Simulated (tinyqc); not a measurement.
Frequency dispersion of an accumulation capacitance by border traps, distributed model: one step of the calculation.

Traps spread evenly through the insulator exchange electrons with the semiconductor by tunnelling, with tau(x) = t0 exp(2 ka x) at depth x from the interface. The admittance per area Y seen at depth x obeys dY/dx = -Y^2/(i w eps0 eox) + q Nb ln(1 + i w tau)/tau, with Y(0) = i w Cs and w = 2 pi f; the gate sees Y(tox) = G + i w C. Working variable y = Y/(i w), in uF/cm^2. Cox = eps0 eox/tox.

Task. Scales and lumped estimate. Cox; trap-free value 1/(1/Cox + 1/Cs); response depth d = ln(1/(w t0))/(2 ka), where w tau = 1; lumped estimate: all traps within d act as C_bt = q Nb d placed at d/2, so C = 1/{1/[1/(1/Cs + d/(2 eps0 eox)) + C_bt] + (tox - d/2)/(eps0 eox)}.

Values chosen for this exercise; permittivity close to that of hafnium oxide:
- eox = 19.7 (relative permittivity of the insulator)
- tox = 7.8 nm (insulator thickness)
- Cs = 5.1 uF/cm^2 (semiconductor capacitance in accumulation)
- Nb = 8.6e19 cm^-3 eV^-1 (density of border traps)
- ka = 3.4 1/nm (decay constant of the wave function in the insulator)
- t0 = 3e-9 s (time constant of a trap at the interface)
- f = 1e6 Hz (frequency)

Constants: q = 1.602176634e-19 C, eps0 = 8.8541878128e-14 F/cm where lengths are in cm. Results are converted to the units shown.

Wanted: Cox; trap-free C; d; C_bt; lumped C.

Result.

Cox = 2.2362 uF/cm^2
trap-free C = 1.5546 uF/cm^2
d = 0.58401 nm
C_bt = 0.80469 uF/cm^2
lumped C = 1.6336 uF/cm^2

The traps within reach amount to 0.158 Cs and lie in the first 7.49 % of the insulator.

Computed by the program tinyqc: `OMP_NUM_THREADS=1 python tinyqc.py 2202088 2202089 out.jsonl`, one thread of a shared Intel Xeon 2.30GHz, about 0.5 s for the whole run.
